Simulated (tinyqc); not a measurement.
Born-Oppenheimer dynamics on the RHF/sto-3g surface (energies and gradients from PySCF), for H4, spin multiplicity 1, step by step. Computed by tinyqc, a small Python program that keeps every step (integrals from PySCF). Settings: charge = 0, multiplicity = 1, basis = sto-3g, time step (fs) = 0.5, steps = 24. Command: `OMP_NUM_THREADS=1 python tinyqc.py 21322 21323 out.jsonl` (the two numbers bound the seeds that draw the settings). One thread of a shared host (Intel(R) Xeon(R) Processor @ 2.60GHz), about 1 s of CPU time with the checks.

## Velocity Verlet step 1

positions (bohr):
```
            x         y         z
1H  -0.141729  0.058582  0.015118
2H   0.030236  0.005669  1.232101
3H  -0.018897  2.046573  0.047243
4H   0.007559  2.076809  1.358713
```

velocities (bohr per atomic time unit):
```
               x             y             z
1H  -0.000589750   0.000395750   0.000115250
2H   0.000324250   0.000110750  -0.000531750
3H   0.000062250  -0.000330250   0.000282250
4H   0.000203250  -0.000176250   0.000134250
```

gradient (hartree/bohr):
```
              x            y            z
1H   0.01123167   0.20756049   0.03862385
2H  -0.00080574   0.20528105  -0.02285993
3H  -0.00723809  -0.20981303  -0.02979305
4H  -0.00318784  -0.20302851   0.01402914
```

masses (electron masses): 1H 1837.152588, 2H 1837.152588, 3H 1837.152588, 4H 1837.152588

gradient after step 1 (hartree/bohr):
```
              x            y            z
1H   0.01265643   0.19451483   0.04289711
2H  -0.00175671   0.19312063  -0.02655841
3H  -0.00741355  -0.19722111  -0.02406382
4H  -0.00348616  -0.19041435   0.00772511
```

dt = 0.5 fs = 20.6707 atomic units; x' = x + v dt - g dt^2 / (2m); after the new gradient g', v' = v - (g + g') dt / (2m).

positions after step 1 (bohr):
```
            x          y         z
1H  -0.155226   0.042625  0.013009
2H   0.037032  -0.015913  1.223768
3H  -0.016769   2.064146  0.056542
4H   0.012131   2.096776  1.359857
```

velocities after step 1 (bohr per atomic time unit):
```
               x             y             z
1H  -0.000724138  -0.001866221  -0.000343366
2H   0.000338666  -0.002130554  -0.000253735
3H   0.000144676   0.001959618   0.000585235
4H   0.000240796   0.002037157   0.000011866
```

## Velocity Verlet step 2

gradient after step 2 (hartree/bohr):
```
              x            y            z
1H   0.01138935   0.15751282   0.03656733
2H  -0.00173403   0.15727093  -0.02223019
3H  -0.00622192  -0.16002730  -0.00962503
4H  -0.00343340  -0.15475644  -0.00471211
```

As before.

positions after step 2 (bohr):
```
            x          y         z
1H  -0.171666  -0.018571  0.000923
2H   0.044237  -0.082411  1.221612
3H  -0.012916   2.127587  0.071438
4H   0.017514   2.161028  1.359204
```

velocities after step 2 (bohr per atomic time unit):
```
               x             y             z
1H  -0.000859414  -0.003846637  -0.000790412
2H   0.000358304  -0.004101766   0.000020737
3H   0.000221386   0.003969405   0.000774760
4H   0.000279724   0.003978999  -0.000005084
```

## Energy conservation

The total energy should stay constant up to terms of order dt^2; the step counts as short enough if it moves by less than 2 % of the largest kinetic energy.

Trajectory:
```
time (fs)  1H-2H (angstrom)  potential (hartree)  kinetic (hartree)  total (hartree)
0.000000           0.651000          -1.97988799         0.00110309      -1.97878490
0.500000           0.649473          -1.99521316         0.01585009      -1.97936306
1.000000           0.656856          -2.04083124         0.06010190      -1.98072934
1.500000           0.671845          -2.09570558         0.11404012      -1.98166546
2.000000           0.691193          -2.14335079         0.16152048      -1.98183031
2.500000           0.710825          -2.17808881         0.19651385      -1.98157496
3.000000           0.726959          -2.20110497         0.21984423      -1.98126074
3.500000           0.736841          -2.21540099         0.23439352      -1.98100747
4.000000           0.739097          -2.22372654         0.24291182      -1.98081472
4.500000           0.733862          -2.22831019         0.24763193      -1.98067826
5.000000           0.722763          -2.23079843         0.25020237      -1.98059606
5.500000           0.708757          -2.23220593         0.25165326      -1.98055267
6.000000           0.695670          -2.23306885         0.25253997      -1.98052888
6.500000           0.687310          -2.23366917         0.25314832      -1.98052085
7.000000           0.686265          -2.23407806         0.25354839      -1.98052967
7.500000           0.692888          -2.23416778         0.25363576      -1.98053201
8.000000           0.705163          -2.23393345         0.25342585      -1.98050760
8.500000           0.719545          -2.23372780         0.25324125      -1.98048655
9.000000           0.732195          -2.23384139         0.25334213      -1.98049926
9.500000           0.740001          -2.23409559         0.25357479      -1.98052080
10.000000          0.741158          -2.23416766         0.25364687      -1.98052079
10.500000          0.735404          -2.23402543         0.25351890      -1.98050653
11.000000          0.724056          -2.23385826         0.25336065      -1.98049761
11.500000          0.709842          -2.23380401         0.25330660      -1.98049741
12.000000          0.696455          -2.23388130         0.25338260      -1.98049870
```

The total energy moves within 3.0e-03 hartree, under 2 % of the largest kinetic energy.
